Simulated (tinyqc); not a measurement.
From results back to parameters: Franz-Keldysh effect at a direct gap. Three cases, with inputs chosen for the exercise.

Problem. In modulation spectra the extrema of the oscillations lie at E_n = Eg + th (3 pi (n - 1/2)/4)^(2/3) (the phase constant is taken as pi/2 here), with th = (c (e Fd)^2/mr)^(1/3), mr = me mhh/(me + mhh), c = hbar^2/2m0; 1 kV/cm = 1e-5 V/angstrom. Extrema n = 2 and n = 4 are given; Eg and the field are hidden.

Constants: hbar^2/2m0 = 3.80998211 eV angstrom^2.

Case 1.

Values chosen (out of a larger set: near those of GaAs; not measured data): me = 0.067 m0 (electron mass); mhh = 0.484 m0 (heavy-hole mass).

E_2 = 1.51278 eV
E_4 = 1.55968 eV

Case 2.

Values chosen (out of a larger set: near those of InP; not measured data): me = 0.0779 m0 (electron mass); mhh = 0.615 m0 (heavy-hole mass).

E_2 = 1.39013 eV
E_4 = 1.43122 eV

Case 3.

Values chosen (out of a larger set: near those of GaAs; not measured data): me = 0.0644 m0 (electron mass); mhh = 0.481 m0 (heavy-hole mass).

E_2 = 1.54297 eV
E_4 = 1.64088 eV

Find: th; Eg; Fd.

Solution. E_n is linear in (3 pi (n - 1/2)/4)^(2/3): the slope is th and the intercept Eg; then e Fd = sqrt(th^3 mr/c).

Case 1.

th = 26.63 meV
Eg = 1.451 eV
Fd = 54 kV/cm

Case 2.

th = 23.33 meV
Eg = 1.336 eV
Fd = 48 kV/cm

Case 3.

th = 55.58 meV
Eg = 1.414 eV
Fd = 1.6e+02 kV/cm

Computed by tinyqc, one run a case: `OMP_NUM_THREADS=1 python tinyqc.py N N+1 out.jsonl` with N = 1680024, 1680266, 1680297; one thread of a shared Intel(R) Xeon(R) Processor @ 2.30GHz, about 0.01 s a run at most.
